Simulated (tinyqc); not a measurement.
Inside a calculation. Method: plane-wave Kohn-Sham cycle with exchange-only LDA in a layered model solid. Computed by tinyqc, a small Python program that keeps every step. Settings: points = 16, plane-wave index or count = 2, electrons = 2, k points = 3, area = 23.0, mixing = 0.3, iteration cap = 67. Command: `OMP_NUM_THREADS=1 python tinyqc.py 25234 25235 out.jsonl` (the two numbers bound the seeds that draw the settings). One thread of a shared host (Intel(R) Xeon(R) Processor @ 2.60GHz), about 0.02 s of CPU time with the checks. Later iterations appear only in the table of the cycle.

## Iteration 1: potential

A solid whose potential varies along x alone (atomic units):
```
parameter,value
period a,5.400000
cross-section of the cell,23.000000
electrons per cell,2
grid points,16
"plane waves -n..n, n",2
k points,3
V1 in V1 cos(2 pi x/a),-0.470000
V2 in V2 cos(4 pi x/a),0.190000
```

density at the start, on the grid x_j = j a/N (e/bohr^3): 0.0161031  0.0161031  0.0161031  0.0161031  0.0161031  0.0161031  0.0161031  0.0161031  0.0161031  0.0161031  0.0161031  0.0161031  0.0161031  0.0161031  0.0161031  0.0161031

V_H(G) = 4 pi rho(G)/G^2 for G != 0 (uniform background); v_x = -(3 rho/pi)^(1/3); V = V_ext + V_H + v_x; Fourier components f(G_m) = (1/N) sum_j f(x_j) exp(-i G_m x_j).

Potentials on the grid (hartree):
```
x,V_ext,V_H,v_x,V
0.00000,-0.28000,0.00000,-0.24867,-0.52867
0.33750,-0.29987,0.00000,-0.24867,-0.54854
0.67500,-0.33234,0.00000,-0.24867,-0.58101
1.01250,-0.31421,0.00000,-0.24867,-0.56288
1.35000,-0.19000,0.00000,-0.24867,-0.43867
1.68750,0.04551,0.00000,-0.24867,-0.20316
2.02500,0.33234,0.00000,-0.24867,0.08367
2.36250,0.56857,0.00000,-0.24867,0.31990
2.70000,0.66000,0.00000,-0.24867,0.41133
3.03750,0.56857,0.00000,-0.24867,0.31990
3.37500,0.33234,0.00000,-0.24867,0.08367
3.71250,0.04551,0.00000,-0.24867,-0.20316
4.05000,-0.19000,0.00000,-0.24867,-0.43867
4.38750,-0.31421,0.00000,-0.24867,-0.56288
4.72500,-0.33234,0.00000,-0.24867,-0.58101
5.06250,-0.29987,0.00000,-0.24867,-0.54854
```

V(G_m), m = 0, 1, 2, ... (hartree): -0.24867  -0.23500  0.09500  0.00000  0.00000

## Iteration 1: Hamiltonian at one k

k = 0.00000 2 pi / a

H(m,m') = (k + G_m)^2/2 delta + V(G_m - G_m'), with V(-G) = V(G).

H (hartree), lower triangle:
```
,-2,-1,+0,+1,+2
-2,2.45904
-1,-0.23500,0.42826
+0,0.09500,-0.23500,-0.24867
+1,0.00000,0.09500,-0.23500,0.42826
+2,0.00000,0.00000,0.09500,-0.23500,2.45904
```

## Iteration 1: levels at that k

Diagonalise the Hermitian matrix.

eigenvalues (hartree): -0.37275  0.30759  0.60813  2.48471  2.49824

## Iteration 1: new density

Motion across x is left out: the lowest 1 band(s) hold two electrons at each of the k points (j + 1/2)/nk - 1/2. Residual R = rho(out) - rho(in); rho(new) = rho(in) + 0.3 R. rho(out) = 2/(a A nk) sum |psi|^2 with psi = sum c exp(i G x). Harris energy E = band energy - dV sum rho (V_H/2 + v_x) + (3/4) dV sum rho v_x with rho(in), dV = a A/N, band energy = (2/nk) sum of the filled levels.

rho(out) (e/bohr^3): 0.0339714  0.0323335  0.0277676  0.0212902  0.0143820  0.0084878  0.0044467  0.0023007  0.0016604  0.0023007  0.0044467  0.0084878  0.0143820  0.0212902  0.0277676  0.0323335

density after iteration 1 (e/bohr^3): 0.0214636  0.0209722  0.0196024  0.0176592  0.0155867  0.0138185  0.0126061  0.0119624  0.0117703  0.0119624  0.0126061  0.0138185  0.0155867  0.0176592  0.0196024  0.0209722

energy per cell = -0.5785087 hartree

## Iteration 2: potential

As before.

Potentials on the grid (hartree):
```
x,V_ext,V_H,v_x,V
0.00000,-0.28000,0.04660,-0.27367,-0.50707
0.33750,-0.29987,0.04282,-0.27156,-0.52862
0.67500,-0.33234,0.03218,-0.26552,-0.56568
1.01250,-0.31421,0.01660,-0.25644,-0.55405
1.35000,-0.19000,-0.00120,-0.24599,-0.43718
1.68750,0.04551,-0.01829,-0.23631,-0.20908
2.02500,0.33234,-0.03218,-0.22918,0.07098
2.36250,0.56857,-0.04113,-0.22521,0.30223
2.70000,0.66000,-0.04421,-0.22400,0.39179
3.03750,0.56857,-0.04113,-0.22521,0.30223
3.37500,0.33234,-0.03218,-0.22918,0.07098
3.71250,0.04551,-0.01829,-0.23631,-0.20908
4.05000,-0.19000,-0.00120,-0.24599,-0.43718
4.38750,-0.31421,0.01660,-0.25644,-0.55405
4.72500,-0.33234,0.03218,-0.26552,-0.56568
5.06250,-0.29987,0.04282,-0.27156,-0.52862
```

V(G_m), m = 0, 1, 2, ... (hartree): -0.24738  -0.22490  0.09488  0.00019  -0.00002

## Iteration 2: Hamiltonian at one k

k = 0.00000 2 pi / a

As before.

H (hartree), lower triangle:
```
,-2,-1,+0,+1,+2
-2,2.46033
-1,-0.22490,0.42955
+0,0.09488,-0.22490,-0.24738
+1,0.00019,0.09488,-0.22490,0.42955
+2,-0.00002,0.00019,0.09488,-0.22490,2.46033
```

## Iteration 2: levels at that k

As before.

eigenvalues (hartree): -0.36248  0.31109  0.60314  2.48392  2.49670

## Iteration 2: new density

As before.

rho(out) (e/bohr^3): 0.0334035  0.0318661  0.0275467  0.0213350  0.0145980  0.0087466  0.0046651  0.0024646  0.0018014  0.0024646  0.0046651  0.0087466  0.0145980  0.0213350  0.0275467  0.0318661

density after iteration 2 (e/bohr^3): 0.0250456  0.0242403  0.0219857  0.0187619  0.0152901  0.0122969  0.0102238  0.0091130  0.0087796  0.0091130  0.0102238  0.0122969  0.0152901  0.0187619  0.0219857  0.0242403

energy per cell = -0.5613378 hartree

## Convergence

Stop when sqrt(dV sum R^2) is below 1e-8, dV = a A/N.

Course of the cycle:
```
iteration,E (hartree),norm of the residual
1,-0.5785087,1.29e-01
2,-0.5613378,8.78e-02
3,-0.5537696,5.95e-02
4,-0.5506349,4.03e-02
5,-0.5493947,2.74e-02
6,-0.5489255,1.86e-02
7,-0.5487573,1.27e-02
8,-0.5487013,8.68e-03
9,-0.5486850,5.95e-03
10,-0.5486816,4.09e-03
11,-0.5486818,2.81e-03
...,...,...
37,-0.5486845,2.52e-07
38,-0.5486845,1.78e-07
39,-0.5486845,1.26e-07
40,-0.5486845,8.91e-08
41,-0.5486845,6.31e-08
42,-0.5486845,4.47e-08
43,-0.5486845,3.17e-08
44,-0.5486845,2.25e-08
45,-0.5486845,1.59e-08
46,-0.5486845,1.13e-08
47,-0.5486845,8.03e-09
```

Converged in 47 iterations. Before convergence this energy mixes input and output and is not variational, so it may rise towards its limit.
